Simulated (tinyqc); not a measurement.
Kissinger analysis: growth of a silicide layer between metal and silicon: linear-parabolic kinetics, ramp anneals and Kissinger analysis. Computed by tinyqc, a small Python program. Command: `OMP_NUM_THREADS=1 python tinyqc.py 3020537 3020538 out.jsonl silicide walk`. One thread of a shared host (Intel(R) Xeon(R) Processor @ 2.30GHz), about 0.2 s of CPU time with the checks.

One compound layer of thickness x grows by diffusion through itself and reaction at an interface, dx/dt = 1/(2x/K + 1/v), until the metal is used up at x = a h.

Inputs (values chosen for the exercise, modelled on NiSi):
```
quantity                                 value    unit
metal thickness h                           22      nm
silicide formed per metal thickness a      2.2       -
prefactor of the parabolic constant K    8e+14  nm^2/s
activation energy E of K                  1.72      eV
prefactor of the interface velocity v  2.1e+15    nm/s
activation energy E_v                     1.89      eV
```

Constants: k_B = 8.617333262e-05 eV/K.

Method:
- The silicide ends at the thickness a h.
- K = K0 exp(-E/(k_B T)), v = v0 exp(-E_v/(k_B T)).
- Temperatures in kelvin are T(C) + 273.15.
- Ramp from x = 0 at 100 C at the rate beta: dx/dT = (1/beta)/(2x/K + 1/v), integrated adaptively (tolerance 1e-9) until x = a h at T_f.
- Plot ln(beta/T_f^2) against 1/(k_B T_f), T_f in kelvin; minus the least-squares slope estimates the activation energy.

final thickness = 48.4 nm

Ramps:
```
beta (C/s)  T_f (C)  1/(k_B T_f) (1/eV)  ln(beta/T_f^2)
0.03         336.84              19.024         -16.333
0.1          358.39              18.375         -15.199
0.3          379.42              17.783         -14.166
1            404.12              17.134         -13.036
3            428.33              16.543         -12.008
10           456.88              15.896         -10.884
30           485.00              15.306          -9.861
```

Kissinger energy = 1.7410 eV

What does the comparison show, and why?

A thousandfold faster ramp raises the completion temperature by only 148 C. The fit gives 1.741 eV, against E = 1.72 eV for diffusion and E_v = 1.89 eV for the interface: it lies 12 % of the way from E to E_v, as both steps resist. Caution: nucleation and competing phases are left out; disilicides such as CoSi2 and the low-resistance form of TiSi2 start by nucleation and follow this law at best in part.

Extremes, crossings and ranges named in words are read from the listed rows.
